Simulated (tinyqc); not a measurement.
Five-level k.p model folded onto the conduction band, step by step. Values are carried at full precision from step to step, so a last printed digit may differ when a step is redone from the rounded ones.

Second-order sums for the lowest conduction level at E: 1/m = 1 + Cm + (Ep/3)(2/E + 1/(E + Dso)) - (Ep2/3)(2/(E7 + D2 - E) + 1/(E7 - E)); g/2 = 1 + Cg - (Ep/3)(1/E - 1/(E + Dso)) - (Ep2/3)(1/(E7 - E) - 1/(E7 + D2 - E)). E is counted from the top of the valence band; E = Eg at the edge.

Constants: hbar^2/2m0 = 3.80998211 eV angstrom^2.

Parameters, chosen for this exercise (near those of InAs; not measured data):
```
symbol  value  unit        meaning
Eg      0.408  eV          gap at Gamma to the s-like level
Dso     0.395  eV          spin-orbit splitting
Ep      21     eV          Kane energy
E7      4.52   eV          upper Gamma7 conduction level, from the valence top
D2      0.16   eV          its spin-orbit splitting, Gamma8 above Gamma7
Ep2     4.7    eV          Kane energy to the upper levels
Cm      0                  remote term in 1/m
Cg      -0.02              remote term in g/2
k       0.024  1/angstrom  wave vector along z
```

## Mass and g factor term by term

Evaluate at E = Eg.

Terms:
```
level           part of 1/m  part of g
free + remote        1.0000     1.9600
Gamma8 valence      34.3137   -34.3137
Gamma7 valence       8.7173    17.4346
Gamma8 upper        -0.7335     0.7335
Gamma7 upper        -0.3810    -0.7620
```

m = 0.0233 m0
g = -14.948

The valence levels give 43.03 to 1/m and the upper levels take 1.11 away. In g the two valence terms nearly cancel when Dso is small against Eg; here Dso/Eg = 0.97 and they leave -16.879, the upper pair -0.029.

## The matrix at one k

For k along z and one spin sector the level c couples to four states. With c0 = hbar^2/2m0, P = sqrt(Ep c0), P2 = sqrt(Ep2 c0): diagonal Eg + (1 + Cm) c0 k^2 for c, and 0, -Dso, E7 + D2, E7 for lh, so, G8 up, G7 up (their own dispersion is left out); couplings of c: sqrt(2/3) P k to lh, sqrt(1/3) P k to so, sqrt(2/3) P2 k to G8 up, sqrt(1/3) P2 k to G7 up (phases chosen real).

Fill in the matrix.

H (eV), lower triangle:
```
             c  lh        so    G8 up    G7 up
c      0.41019
lh     0.17528   0
so     0.12394   0  -0.39500
G8 up  0.08292   0         0  4.68000
G7 up  0.05864   0         0        0  4.52000
```

## Exact folding onto c

Solve E = H_cc + S(E), S(E) = sum_j H_cj^2/(E - H_jj), from E = H_cc, by plain substitution and by Newton steps on E - H_cc - S(E). The weight of c in the state is Z = 1/(1 - dS/dE). The exact level is the third eigenvalue of H from below.

Iterates (eV):
```
step  substitution   Newton
0          0.41019  0.41019
1          0.50173  0.48604
2          0.48606  0.48805
3          0.48835  0.48805
4          0.48801  0.48805
5          0.48806  0.48805
6          0.48805  0.48805
7          0.48805  0.48805
```

exact level = 0.48805 eV
Z = 0.8701

Substitution multiplies the error by about dS/dE = 1 - 1/Z = -0.149 a step, so it alternates; after 7 steps it is off by 1.5e-07 eV, while Newton is within 1e-5 eV from step 2 on.

## Loewdin series

Expanding E = H_cc + S(E) about Eg in powers of k^2, with s_n = sum_j H_cj^2/(Eg - H_jj)^n: order k^2: e2 = (1 + Cm) c0 k^2 + s1; order k^4: e4 = -s2 e2; order k^6: e6 = s3 e2^2 + s2^2 e2.

Give each order and the partial sums, counted from Eg.

s1 (eV), s2 (no unit), s3 (1/eV); (1 + Cm) c0 k^2 is H_cc - Eg: 0.09199  0.20897  0.48190

e2, e4, e6 (eV): 0.09418  -0.01968  0.00839

partial sums (eV): 0.09418  0.07450  0.08289

The exact value is 0.08005 eV; the errors of the partial sums are +14.13, -5.55 and +2.84 meV.

## Checks

- Curvature of the exact level at small k against the sum for 1/m: 42.916 against 42.917.

Run: tinyqc, `OMP_NUM_THREADS=1 python tinyqc.py 1080138 1080139 out.jsonl`; Intel(R) Xeon(R) Processor @ 2.30GHz, one thread, shared host; about 0.01 s of CPU time with all checks.
